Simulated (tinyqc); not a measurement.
# Inputs raised by 2 %, one at a time

Model: mobility of a non-polar semiconductor in the relaxation-time approximation. Computed by tinyqc, a small Python program. Command: `OMP_NUM_THREADS=1 python tinyqc.py 3016644 3016645 out.jsonl rta sens`. One thread of a shared host (Intel(R) Xeon(R) Processor @ 2.30GHz), about 0.02 s of CPU time with the checks.

Each valley is treated as a sphere of mass m_d for states and rates, with one isotropic relaxation time; the conductivity mass m_c sets the current.

Inputs (values chosen for the exercise, modelled on electrons in germanium):

| quantity | value | unit |
|---|---|---|
| longitudinal mass m_l | 1.54 | m_0 |
| transverse mass m_t | 0.0829 | m_0 |
| equivalent valleys Z | 4 | - |
| non-parabolicity alpha | 0.71 | 1/eV |
| static permittivity eps_s | 16 | - |
| density rho | 5323 | kg/m^3 |
| sound velocity v_l | 5350 | m/s |
| acoustic deformation potential D_A | 11 | eV |
| phonon energy hbar w | 33.3 | meV |
| optical or intervalley deformation potential D_o | 5.4 | 1e8 eV/cm |
| final valleys Z_f | 3 | - |
| carrier density n | 9.6e+16 | 1/cm^3 |
| compensation ratio C | 0.32 | - |
| temperature T | 300 | K |
| neutral impurity density N_n | 1.6e+15 | 1/cm^3 |

Band: Kane. Impurity formula: Brooks-Herring. Further scattering: neutral impurities.

Constants: k_B = 8.617333262e-05 eV/K; m_0 = 9.1093837015e-31 kg; e = 1.602176634e-19 C; hbar = 1.054571817e-34 J s; eps_0 = 8.8541878128e-12 F/m; k_B = 1.380649e-23 J/K; hbar = 6.582119569e-16 eV s.

Method:
- m_d = (m_l m_t^2)^(1/3); 1/m_c = (1/m_l + 2/m_t)/3; Hall mass factor A = 3 K_m (K_m + 2)/(2 K_m + 1)^2, K_m = m_l/m_t; N_I = n (1 + C)/(1 - C).
- Kane band: hbar^2 k^2/(2 m) = E (1 + alpha E), speed v = hbar k/(m (1 + 2 alpha E)), states per spin, volume and energy g(E) = m k (1 + 2 alpha E)/(2 pi^2 hbar^2); overlap factors are set to 1. Here m = m_d. Masses are multiplied by m_0 and all formulas are in SI units.
- The reduced Fermi level eta = E_F/(k_B T) solves n = 2 Z int g f dE with f = 1/(1 + exp(x - eta)) (Z = 1 unless valleys are given); screening length L_s = sqrt(eps_s eps_0 k_B T/(e^2 dn/deta)), dn/deta = 2 Z int g f (1 - f) dE.
- Integrals over x = E/(k_B T) use 160 Gauss-Legendre points in u = sqrt(x) from 0 to sqrt(max(eta, 0) + 32).
- Phonon occupation N_q = 1/(exp(hbar w/(k_B T)) - 1).
- Acoustic deformation potential (elastic, equipartition, absorption and emission together): 1/tau = 2 pi k_B T D_A^2 g(E)/(hbar rho v_l^2).
- Optical or intervalley deformation potential: 1/tau = (pi Z_f D_o^2/(rho w)) [N_q g(E + hbar w) + (N_q + 1) g(E - hbar w)], with g = 0 below the band edge.
- Each optical term is multiplied by (1 - f(E'))/(1 - f(E)), E' the final energy, for Pauli blocking.
- Singly charged impurities, momentum relaxation: 1/tau = N_I e^4 m (1 + 2 alpha E) Phi/(8 pi (eps_s eps_0)^2 hbar^3 k^3), with alpha = 0 for a parabolic band.
- Brooks-Herring: Phi = ln(1 + b) - b/(1 + b), b = 4 k^2 L_s^2.
- Neutral impurities (Erginsoy): 1/tau = 20 N_n a_B hbar/m, a_B = 4 pi eps_s eps_0 hbar^2/(m e^2).
- mu = (m_d/m_c) (2 Z e/(3 n k_B T)) int g v^2 tau f (1 - f) dE.
- Averages over x are split at the emission threshold x_0 = hbar w/(k_B T): 64 Gauss-Legendre points in sqrt(x) below it and 128 in sqrt(x - x_0) above it, up to x = max(eta, 0) + 32.
- Rates are added at each energy before the average. With <y> = int g v^2 y f (1 - f) dE: Hall factor r_H = A (3 n k_B T/(2 Z m_d)) <tau^2/(1 + 2 alpha E)>/<tau>^2 (alpha = 0 for a parabolic band); Hall mobility r_H mu; |S| = (k_B/e) (<x tau>/<tau> - eta); resistivity 1/(n e mu).

Runs:

| input moved | from | to | drift mobility mu (cm^2/(V s)) | Hall factor r_H | Seebeck coefficient \|S\| (microvolt/K) | resistivity (ohm cm) |
|---|---|---|---|---|---|---|
| base run | - | - | 2017 | 0.8367 | 604.6 | 0.03223 |
| static permittivity eps_s | 16 | 16.32 | 2036 | 0.8379 | 603.9 | 0.03193 |
| sound velocity v_l (m/s) | 5350 | 5457 | 2052 | 0.8364 | 604.9 | 0.03169 |
| acoustic deformation potential D_A (eV) | 11 | 11.22 | 1982 | 0.8370 | 604.3 | 0.03280 |
| optical or intervalley deformation potential D_o (1e8 eV/cm) | 5.4 | 5.508 | 1995 | 0.8377 | 604.1 | 0.03259 |
| carrier density n (1/cm^3) | 9.6e+16 | 9.792e+16 | 2009 | 0.8362 | 603.2 | 0.03173 |
| temperature T (K) | 300 | 306 | 1974 | 0.8382 | 606.3 | 0.03294 |
| compensation ratio C | 0.32 | 0.3264 | 2009 | 0.8362 | 604.9 | 0.03236 |

Exponents ln(y'/y) / ln(x'/x):

| input | drift mobility mu | Hall factor r_H | Seebeck coefficient \|S\| | resistivity |
|---|---|---|---|---|
| static permittivity eps_s | 0.472 | 0.072 | -0.056 | -0.472 |
| sound velocity v_l | 0.864 | -0.018 | 0.026 | -0.864 |
| acoustic deformation potential D_A | -0.882 | 0.019 | -0.026 | 0.882 |
| optical or intervalley deformation potential D_o | -0.561 | 0.064 | -0.040 | 0.561 |
| carrier density n | -0.211 | -0.031 | -0.119 | -0.789 |
| temperature T | -1.096 | 0.094 | 0.144 | 1.096 |
| compensation ratio C | -0.200 | -0.028 | 0.024 | 0.200 |

Which inputs matter most for each result?

Among the inputs moved here: drift mobility mu answers most in size to temperature T (exponent -1.096), next to acoustic deformation potential D_A (-0.882). Hall factor r_H answers most in size to temperature T (exponent +0.094), next to static permittivity eps_s (+0.072). Seebeck coefficient |S| answers most in size to temperature T (exponent +0.144), next to carrier density n (-0.119). Resistivity answers most in size to temperature T (exponent +1.096), next to acoustic deformation potential D_A (+0.882).

Caution (all rows): Erginsoy's formula holds for k a_B below about 0.5 and for dopants that stay neutral, which means low temperature; elsewhere it is only a rough constant rate.
